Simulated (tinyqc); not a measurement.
Worked calculation: microkinetic model of low-temperature epitaxy from hydride gases: adsorption, hydrogen desorption and rate control. Computed by tinyqc, a small Python program that keeps every step. Command: `OMP_NUM_THREADS=1 python tinyqc.py 3006852 3006853 out.jsonl hepi walk`. One thread of a shared host (Intel(R) Xeon(R) Processor @ 2.30GHz), about 0.01 s of CPU time with the checks. Intermediate numbers are printed to about 5 digits and carried at full precision; extremes and crossings named in words are read from the listed rows.

Each hydride molecule needs two free sites and leaves four hydrogen atoms, of which two leave at once as H2; theta is the hydrogen coverage, the site density is 6.78 per nm^2 and one layer is 1.358 angstrom thick.

Inputs (values chosen for the exercise, close to those used for silane on Si(001)):

| quantity | value | unit |
|---|---|---|
| silane pressure p_S | 0.14 | Pa |
| sticking prefactor of silane s0 | 0.024 | - |
| adsorption barrier E_s | 0.33 | eV |
| desorption prefactor nu_d | 4.7e+11 | 1/s |
| desorption energy on silicon E_d | 2.16 | eV |
| hydrogen carrier pressure p_H | 1500 | Pa |
| sticking of hydrogen s_H | 1.9e-07 | - |
| temperature T | 480 | C |

Film: silicon. Order of hydrogen desorption: first.

Constants: k_B = 8.617333262e-05 eV/K; u = 1.6605390666e-27 kg; k_B = 1.380649e-23 J/K.

## Rate constants

Flux per site F = p/(sqrt(2 pi M k_B T) x 6.78e18 per m^2), M = 32.12 u (silane), 2.016 u (hydrogen); s = s0 exp(-E_s/(k_B T)); k_S = s F_S = k; k_H = s_H F_H; k_d = nu_d exp(-E_d/(k_B T)). Temperatures in kelvin are T(C) + 273.15.

k = 0.051975 1/s

k_H = 2.8423 1/s

k_d = 0.0016529 1/s

## Coverage and growth rate

With k the hydride and k_H the hydrogen adsorption rate on free pairs and k_d the desorption rate, steady state: 2 (k + k_H)(1 - theta)^2 = k_d theta; growth rate R = k (1 - theta)^2 layers/s; 1 layer/s = 8.148 nm/min. With c = 2 (k + k_H)/k_d the free share is 1 - theta = 2/(1 + sqrt(1 + 4c)).

c = 3502.1

hydrogen coverage theta = 0.98324

growth rate R in layers = 1.4592e-05 layers/s

growth rate G = 1.1890e-04 nm/min

Hydrogen covers most sites: its desorption limits growth.

## Degrees of rate control

X_i = d ln R/d ln k_i at fixed other constants. With f = 1 - theta and a = 2/f + 1/theta: d ln f/d ln k_d = 1/(a f), so X_d = 2/(a f), X_k = 1 - X_d k/(k + k_H), X_H = -X_d k_H/(k + k_H); they sum to 1.

X_d (desorption) = 0.99155

X_k (hydride adsorption) = 0.98219

X_H (hydrogen adsorption) = -0.97375

## Two regimes over temperature

Limits: desorption-limited R = k_d k/(2 (k + k_H)), adsorption-limited R = k.

Growth:

| T (C) | theta | G (nm/min) | desorption limit (nm/min) | adsorption limit (nm/min) |
|---|---|---|---|---|
| 400 | 0.99772 | 1.2732e-06 | 1.2761e-06 | 0.2448 |
| 450 | 0.99163 | 2.4498e-05 | 2.4704e-05 | 0.3500 |
| 500 | 0.97421 | 3.1703e-04 | 3.2542e-04 | 0.4767 |
| 550 | 0.93167 | 2.9142e-03 | 3.1279e-03 | 0.6242 |
| 600 | 0.84293 | 1.9517e-02 | 2.3154e-02 | 0.7911 |
| 650 | 0.68831 | 9.4784e-02 | 1.3770e-01 | 0.9757 |
| 700 | 0.47548 | 3.2355e-01 | 6.8048e-01 | 1.1760 |
| 750 | 0.26301 | 7.5504e-01 | 2.8707e+00 | 1.3901 |
| 800 | 0.11873 | 1.2550e+00 | 1.0570e+01 | 1.6159 |
| 850 | 0.04847 | 1.6764e+00 | 3.4589e+01 | 1.8515 |

The apparent activation energy of G is 2.48 eV between the first rows and 0.60 eV between the last; full hydrogen cover gives a value near the desorption energy (plus E_s where k_H far exceeds k), a bare surface one near E_s less k_B T/2 from the flux. The coverage passes one half between 650 and 700 C, the knee of the Arrhenius plot.

Checks made by the program: steady coverage against time integration of d theta/dt (relative difference below 1e-10); degree of control against a finite difference (relative difference below 1e-10).
